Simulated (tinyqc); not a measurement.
Single-oscillator infrared dielectric function of a polar cubic crystal. Changing the phonon damping. Computed by tinyqc, a small Python program. Command: `OMP_NUM_THREADS=1 python tinyqc.py 3017724 3017725 out.jsonl infrared sweep`. One thread of a shared host (Intel(R) Xeon(R) Processor @ 2.30GHz), about 0.01 s of CPU time with the checks.

One ion pair, charges +Z* and -Z*, in a cell of volume Omega = a^3/4. Frequencies omega are given as wavenumbers (1/cm); eps_s is the static dielectric constant.

Inputs (values chosen for the exercise, modelled on indium phosphide): lattice constant a = 5.869 angstrom; mass M_A = 114.82 u; mass M_B = 30.97 u; omega_TO = 308 1/cm; Born charge Z* = 2.53 e; eps_inf = 9.57; probe frequency / omega_TO = 1.54.

Structure: zinc blende. Free carriers: absent.

Constants: nu for 1 eV/(angstrom^2 u) = 15.6333042 THz; 1 THz = 33.35640952 1/cm; e^2/(4 pi eps_0) = 14.39964548 eV angstrom.

Method:
- mu = M_A M_B/(M_A + M_B); ionic plasma term W^2 = 4 pi Z*^2 (e^2/(4 pi eps_0))/(Omega mu) in eV/(angstrom^2 u), turned into 1/cm by W = 15.6333042 x 33.35640952 x sqrt(W^2); omega_LO^2 = omega_TO^2 + W^2/eps_inf; eps_s = eps_inf + W^2/omega_TO^2; Szigeti charge 3 Z*/(eps_inf + 2); longitudinal (Callen) charge Z*/eps_inf.
- eps(omega) = eps_inf + W^2/(omega_TO^2 - omega^2 - i gamma omega); n + i k = sqrt(eps) with k >= 0; R = |(n + i k - 1)/(n + i k + 1)|^2 at normal incidence from vacuum.
- omega is the probe ratio times omega_TO. Intensity decays over 1/(4 pi omega k); the loss function is Im(-1/eps).

One run for each value:
```
phonon damping gamma (1/cm)  reflectivity R        k       n   Im eps  penetration depth of the intensity (micrometre)
0.62                                0.21883  0.00080  2.7580  0.00444                                           2085.1
1.30                                0.21883  0.00169  2.7580  0.00931                                            994.5
2.60                                0.21884  0.00337  2.7580  0.01861                                            497.3
5.30                                0.21885  0.00688  2.7581  0.03793                                            244.0
11.00                               0.21892  0.01425  2.7586  0.07862                                            117.7
22.00                               0.21920  0.02834  2.7604  0.15648                                             59.2
45.00                               0.22032  0.05667  2.7678  0.31368                                             29.6
92.00                               0.22442  0.10587  2.7957  0.59198                                             15.8
```

Over the rows, reflectivity R rises from 0.219 to 0.224; k rises from 8.05e-4 to 0.106 (exponent d ln y / d ln x 1.00 between the first rows and 0.87 between the last); n rises from 2.758 to 2.796. Away from the resonance the phonon part of Im eps is proportional to gamma; inside a band of negative Re eps damping lets energy in and lowers R.
